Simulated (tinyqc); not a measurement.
Chemically amplified photoresist: aerial image, acid generation, bake, development and line width: one step, computed by the program tinyqc. Command: `OMP_NUM_THREADS=1 python tinyqc.py 3009178 3009179 out.jsonl resist walk`. One thread of a shared host (Intel(R) Xeon(R) Processor @ 2.30GHz), about 0.02 s of CPU time with the checks.

Lines and spaces of pitch p with a two-beam-like image; x = 0 is the middle of the bright space. The resist is positive and treated as uniform in depth.

Problem. Acid image and its blur. Dose E(x) = E [1 + c cos(2 pi x/p)]; acid h = 1 - exp(-C E(x)). Bake: the acid image is blurred by a Gaussian of variance sigma^2 = 2 D t (each Fourier term k of h, taken on 64 points, is multiplied by exp(-4 pi^2 k^2 D t/p^2)). Cosine coefficients: h(x) = sum_k h_k cos(2 pi k x/p).

Inputs (values chosen for the exercise, for a model resist at 13.5 nm):
```
quantity            value     unit
pitch p                27       nm
image contrast c     0.59        -
mean dose E          7.93  mJ/cm^2
Dill parameter C    0.031  cm^2/mJ
acid diffusivity D  0.086   nm^2/s
bake time t            60        s
```

Give: diffusion length sigma = sqrt(2 D t); h_0 to h_4 before the bake; h_0 to h_4 after the blur; blur factor of the first harmonic.

Solution.

diffusion length sigma = sqrt(2 D t) = 3.212 nm

h_0 to h_4 before the bake: 0.2138  0.1137  -0.0041  0.0001  0.0000

h_0 to h_4 after the blur: 0.2138  0.0860  -0.0013  0.0000  0.0000

blur factor of the first harmonic = 0.7562

sigma/p = 0.119; the blur keeps 76 % of the modulation.
